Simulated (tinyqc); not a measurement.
Charge neutrality level from zone-averaged pseudopotential bands: one step. The neutrality level. Four cases, with inputs chosen for the exercise.

Question. Energies are counted from the valence top at Gamma. E_N = (1/2) weighted mean of [E5 + (E3 + E4)/2]. Compare with half the smallest indirect gap, min(Delta/X, L)/2, and give the barrier for electrons in the limit of full pinning, min(gaps) - E_N.

Case 1.

Levels (eV):

| kx | ky | kz | weight | E3 | E4 | E5 | E6 |
|---|---|---|---|---|---|---|---|
| 0.166667 | 0.166667 | 0.166667 | 2 | -0.205133 | -0.205133 | 1.880625 | 4.759405 |
| 0.500000 | 0.166667 | 0.166667 | 6 | -1.168584 | -0.965184 | 2.913195 | 4.228700 |
| 0.500000 | 0.500000 | 0.166667 | 6 | -1.881421 | -0.726305 | 2.855070 | 4.840161 |
| 0.500000 | 0.500000 | 0.500000 | 1 | -0.694657 | -0.694657 | 1.510552 | 4.966782 |
| 0.833333 | 0.166667 | 0.166667 | 6 | -2.166030 | -1.522187 | 2.472744 | 3.790920 |
| 0.833333 | 0.500000 | 0.166667 | 6 | -2.483191 | -1.562824 | 4.008278 | 4.422172 |

gaps to Gamma, Delta/X, L (eV): 0.442009  2.039978  1.510552

Case 2.

Levels (eV):

| kx | ky | kz | weight | E3 | E4 | E5 | E6 |
|---|---|---|---|---|---|---|---|
| 0.125000 | 0.125000 | 0.125000 | 2 | -0.284509 | -0.284509 | 3.130291 | 3.868327 |
| 0.375000 | 0.125000 | 0.125000 | 6 | -1.362581 | -1.279500 | 2.640034 | 4.588638 |
| 0.375000 | 0.375000 | 0.125000 | 6 | -2.424022 | -0.806530 | 3.280162 | 4.424174 |
| 0.375000 | 0.375000 | 0.375000 | 2 | -1.164307 | -1.164307 | 2.039410 | 4.127424 |
| 0.625000 | 0.125000 | 0.125000 | 6 | -2.810196 | -2.341641 | 1.685004 | 3.240651 |
| 0.625000 | 0.375000 | 0.125000 | 12 | -3.498283 | -2.031738 | 3.343338 | 4.085578 |
| 0.625000 | 0.375000 | 0.375000 | 6 | -2.403881 | -1.666535 | 2.612525 | 4.057716 |
| 0.625000 | 0.625000 | 0.125000 | 6 | -4.198538 | -2.002339 | 2.199764 | 6.003246 |
| 0.875000 | 0.125000 | 0.125000 | 6 | -3.631329 | -2.850389 | 1.158827 | 2.287162 |
| 0.875000 | 0.375000 | 0.125000 | 12 | -4.271751 | -3.121998 | 2.753840 | 4.725677 |

gaps to Gamma, Delta/X, L (eV): 3.395357  0.830482  1.891537

Case 3.

Levels (eV):

| kx | ky | kz | weight | E3 | E4 | E5 | E6 |
|---|---|---|---|---|---|---|---|
| 0.125000 | 0.125000 | 0.125000 | 2 | -0.125346 | -0.125346 | 1.885215 | 4.424427 |
| 0.375000 | 0.125000 | 0.125000 | 6 | -0.671754 | -0.667663 | 2.918657 | 3.828490 |
| 0.375000 | 0.375000 | 0.125000 | 6 | -1.286992 | -0.422687 | 2.764651 | 4.791600 |
| 0.375000 | 0.375000 | 0.375000 | 2 | -0.611803 | -0.611803 | 1.781767 | 4.955191 |
| 0.625000 | 0.125000 | 0.125000 | 6 | -1.499253 | -1.247230 | 2.772265 | 3.762725 |
| 0.625000 | 0.375000 | 0.125000 | 12 | -1.948038 | -1.051916 | 3.464323 | 4.434344 |
| 0.625000 | 0.375000 | 0.375000 | 6 | -1.376703 | -0.878232 | 2.506884 | 4.627012 |
| 0.625000 | 0.625000 | 0.125000 | 6 | -2.369409 | -1.065476 | 2.990762 | 5.438548 |
| 0.875000 | 0.125000 | 0.125000 | 6 | -1.978996 | -1.578584 | 2.398127 | 3.211421 |
| 0.875000 | 0.375000 | 0.125000 | 12 | -2.367520 | -1.653486 | 3.429937 | 4.964358 |

gaps to Gamma, Delta/X, L (eV): 0.808226  2.134873  1.665400

Case 4.

Levels (eV):

| kx | ky | kz | weight | E3 | E4 | E5 | E6 |
|---|---|---|---|---|---|---|---|
| 0.166667 | 0.166667 | 0.166667 | 2 | -0.218474 | -0.218474 | 1.996598 | 4.596653 |
| 0.500000 | 0.166667 | 0.166667 | 6 | -1.197565 | -0.995058 | 2.860080 | 4.071851 |
| 0.500000 | 0.500000 | 0.166667 | 6 | -1.909258 | -0.751267 | 2.823231 | 4.665131 |
| 0.500000 | 0.500000 | 0.500000 | 1 | -0.715838 | -0.715838 | 1.519462 | 4.744640 |
| 0.833333 | 0.166667 | 0.166667 | 6 | -2.202078 | -1.557569 | 2.331758 | 3.601885 |
| 0.833333 | 0.500000 | 0.166667 | 6 | -2.505161 | -1.602968 | 3.870315 | 4.298846 |

gaps to Gamma, Delta/X, L (eV): 0.737349  1.916415  1.519462

Give: mean of E5; mean of (E3 + E4)/2; E_N; half the indirect gap; pinned barrier for electrons.

Answer.

Case 1.

mean of E5 = 2.9173 eV
mean of (E3 + E4)/2 = -1.4271 eV
E_N = 0.7451 eV
half the indirect gap = 0.7553 eV
pinned barrier for electrons = -0.3031 eV

E_N lies above the conduction edge by 0.303 eV, since the narrow lowest valley has little weight in the zone mean; surfaces then accumulate electrons. The two estimates differ by 0.01 eV; both rules are good to a few tenths of an eV only, so a position within that distance of a band edge or of mid-gap is not settled. Local form factors place the indirect gaps only to a few tenths of an eV, and E_N moves with them. Spin-orbit coupling, left out, would lift the valence top by a third of its splitting.

Case 2.

mean of E5 = 2.5776 eV
mean of (E3 + E4)/2 = -2.5589 eV
E_N = 0.0093 eV
half the indirect gap = 0.4152 eV
pinned barrier for electrons = 0.8212 eV

E_N lies at 1 % of the gap from the valence top, so pinned contacts have the lower barrier for holes. The two estimates differ by 0.41 eV; both rules are good to a few tenths of an eV only, so a position within that distance of a band edge or of mid-gap is not settled. Local form factors place the indirect gaps only to a few tenths of an eV, and E_N moves with them. Spin-orbit coupling, left out, would lift the valence top by a third of its splitting.

Case 3.

mean of E5 = 2.9402 eV
mean of (E3 + E4)/2 = -1.3864 eV
E_N = 0.7769 eV
half the indirect gap = 0.8327 eV
pinned barrier for electrons = 0.0313 eV

E_N lies at 96 % of the gap from the valence top, so pinned contacts have the lower barrier for electrons. The two estimates differ by 0.06 eV; both rules are good to a few tenths of an eV only, so a position within that distance of a band edge or of mid-gap is not settled. Local form factors place the indirect gaps only to a few tenths of an eV, and E_N moves with them. Spin-orbit coupling, left out, would lift the valence top by a third of its splitting.

Case 4.

mean of E5 = 2.8454 eV
mean of (E3 + E4)/2 = -1.4561 eV
E_N = 0.6946 eV
half the indirect gap = 0.7597 eV
pinned barrier for electrons = 0.0427 eV

E_N lies at 94 % of the gap from the valence top, so pinned contacts have the lower barrier for electrons. The two estimates differ by 0.07 eV; both rules are good to a few tenths of an eV only, so a position within that distance of a band edge or of mid-gap is not settled. Local form factors place the indirect gaps only to a few tenths of an eV, and E_N moves with them. Spin-orbit coupling, left out, would lift the valence top by a third of its splitting.

Computed by tinyqc, one run a case: `OMP_NUM_THREADS=1 python tinyqc.py N N+1 out.jsonl` with N = 1851265, 1851281, 1880007, 1880037; one thread of a shared Intel(R) Xeon(R) Processor @ 2.30GHz, about 0.1 s a run at most.
